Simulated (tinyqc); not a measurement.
From results back to parameters: WKB tunnelling through a gate dielectric with a two-band (Franz) dispersion. Five cases, with inputs chosen for the exercise.

Problem. In the Fowler-Nordheim regime with a parabolic band J/F^2 is proportional to exp(-B/F), B = (4/3) sqrt(m/c) phi^(3/2), c = hbar^2/2m0, 1 V/angstrom = 100 MV/cm. The ratio below was computed from a hidden barrier.

Constants: hbar^2/2m0 = 3.80998211 eV angstrom^2.

Find: B; phi.

Method. B is the logarithm divided by 1/F1 - 1/F2; then phi = (3 B/(4 sqrt(m/c)))^(2/3). The slope fixes only m phi^3, so the mass must be known.

Case 1.

Values chosen (out of a larger set: of the size used for Si3N4 on silicon; not measured data):
- m = 0.47 m0 (mass at the conduction edge)
- F1 = 7.5 MV/cm (first field)
- F2 = 12.2 MV/cm (second field)

ln[(J2/F2^2)/(J1/F1^2)] = 7.32035

Solution.

B = 142.51 MV/cm
phi = 2.100 eV

Case 2.

Values chosen (out of a larger set: of the size used for HfO2 on silicon; not measured data):
- m = 0.18 m0 (mass at the conduction edge)
- F1 = 6.5 MV/cm (first field)
- F2 = 10.3 MV/cm (second field)

ln[(J2/F2^2)/(J1/F1^2)] = 3.26687

Solution.

B = 57.56 MV/cm
phi = 1.580 eV

Case 3.

Values chosen (out of a larger set: of the size used for hBN on silicon; not measured data):
- m = 0.5 m0 (mass at the conduction edge)
- F1 = 6.9 MV/cm (first field)
- F2 = 11.4 MV/cm (second field)

ln[(J2/F2^2)/(J1/F1^2)] = 8.71121

Solution.

B = 152.27 MV/cm
phi = 2.150 eV

Case 4.

Values chosen (out of a larger set: of the size used for SiO2 on silicon; not measured data):
- m = 0.51 m0 (mass at the conduction edge)
- F1 = 7.1 MV/cm (first field)
- F2 = 10.1 MV/cm (second field)

ln[(J2/F2^2)/(J1/F1^2)] = 10.02653

Solution.

B = 239.67 MV/cm
phi = 2.890 eV

Case 5.

Values chosen (out of a larger set: of the size used for HfO2 on silicon; not measured data):
- m = 0.18 m0 (mass at the conduction edge)
- F1 = 7.3 MV/cm (first field)
- F2 = 12.6 MV/cm (second field)

ln[(J2/F2^2)/(J1/F1^2)] = 2.91573

Solution.

B = 50.60 MV/cm
phi = 1.450 eV

Computed by tinyqc, one run a case: `OMP_NUM_THREADS=1 python tinyqc.py N N+1 out.jsonl` with N = 1451858, 1451877, 1451922, 1451933, 1451977; one thread of a shared Intel(R) Xeon(R) Processor @ 2.30GHz, about 0.01 s a run at most.
